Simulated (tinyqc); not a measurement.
# Changing the length of a cut fin or stripe

Model: stress in a transistor channel from embedded alloy regions, liners and fins, by half-space elasticity. Computed by tinyqc, a small Python program. Command: `OMP_NUM_THREADS=1 python tinyqc.py 3028956 3028957 out.jsonl stressor sweep`. One thread of a shared host (Intel(R) Xeon(R) Processor @ 2.30GHz), about 0.05 s of CPU time with the checks.

Plane strain in an isotropic half-space, the same constants everywhere; x along the channel from its centre, y downwards from the free surface; stress is positive in tension.

Inputs (values chosen for the exercise, modelled on silicon): height of the strained layer h = 56 nm.

Method. Shear-lag estimate for a stripe of length l and height h on a like substrate: the stress along it is s(x)/s_film = 1 - cosh(x/lam)/cosh(l/(2 lam)), lam = (pi/2) g h with g = 1.258; mean = 1 - (2 lam/l) tanh(l/(2 lam)).

One run for each value:
```
length of a cut fin or stripe (nm)  share kept at the centre  share kept on average
56                                                   0.03118                0.02081
93                                                   0.08223                0.05498
160                                                  0.21439                0.14415
260                                                  0.43603                0.29706
430                                                  0.71919                0.50601
720                                                  0.92282                0.69353
1200                                                 0.99116                0.81557
2000                                                 0.99976                0.88934
3400                                                 1.00000                0.93491
```

Describe the trends.

Over the rows, share kept at the centre rises from 0.0312 to 1.000 (exponent d ln y / d ln x 1.9 between the first rows and 4.5e-4 between the last); share kept on average rises from 0.0208 to 0.935 (exponent d ln y / d ln x 1.9 between the first rows and 0.094 between the last).

Caution (rows 1200, 2000, 3400): far from the ends the true relaxation falls as h/x, more slowly than the exponential of the shear-lag model.
